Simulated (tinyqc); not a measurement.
Inside a calculation: zigzag graphene nanoribbon in tight binding. Values are carried at full precision from step to step, so a last printed digit may differ when a step is redone from the rounded ones.

A zigzag ribbon of N chains, sites A1, B1, A2, ..., BN across it. For each k it is a chain with bonds -2t cos(k/2) (A_n to B_n) and -t (B_n to A_(n+1)), and +D, -D on A and B. A1 and BN are the edge sites; the Dirac points project to k = 2 pi/3.

Parameters, chosen for this exercise (near those used for graphene; the results hold for these values, not for the real material): t = 2.97 eV (hopping); N = 3 (zigzag chains); D = 0 eV (sublattice potential, +D on A and -D on B); k = 2.78 (k times the period sqrt3 acc); acc = 1.42 angstrom (bond length).

## The chain at this k

Form the k-dependent bond and the matrix.

2 cos(k/2) = 0.35963

H(k) (eV), lower triangle:
```
,A1,B1,A2,B2,A3,B3
A1,0
B1,-1.0681,0
A2,0,-2.9700,0
B2,0,0,-1.0681,0
A3,0,0,0,-2.9700,0
B3,0,0,0,0,-1.0681,0
```

An edge state of the finite ribbon needs 2 cos(k/2) < N/(N + 1) = 0.7500: it exists here.

## Levels and where the middle pair lives

Diagonalise H; average the weights of the two middle levels.

levels (eV): -3.6830  -2.7359  -0.1209  0.1209  2.7359  3.6830

weights: A1 0.439, B1 0.006, A2 0.055, B2 0.055, A3 0.006, B3 0.439

The two edge sites hold 87.8 % of the middle pair, against 33.3 % for an even spread.

## The edge state from the half-plane solution

On a half plane the state lives on one sublattice with amplitudes (-x)^n, x = 2 cos(k/2): weight 1 - x^2 on the edge site, decay length -1.5 acc/ln x of the amplitude. The two edges mix to |E| = sqrt(D^2 + e^2), e about t x^N (1 - x^2).

edge weight = 0.8707
decay length = 2.083 angstrom
e = 0.1203 eV
|E| = 0.1203 eV

Diagonalising the chain of 6 sites gives |E| = 0.1209 eV; the estimate is -0.5 % from it, since it drops terms of order x^(2N).

## Checks

- Level at k = pi next to the edge pair against sqrt(t^2 + D^2): both 2.97000.

Program tinyqc; command `OMP_NUM_THREADS=1 python tinyqc.py 1480532 1480533 out.jsonl`; about 0.01 s on one thread of a shared Intel(R) Xeon(R) Processor @ 2.30GHz.
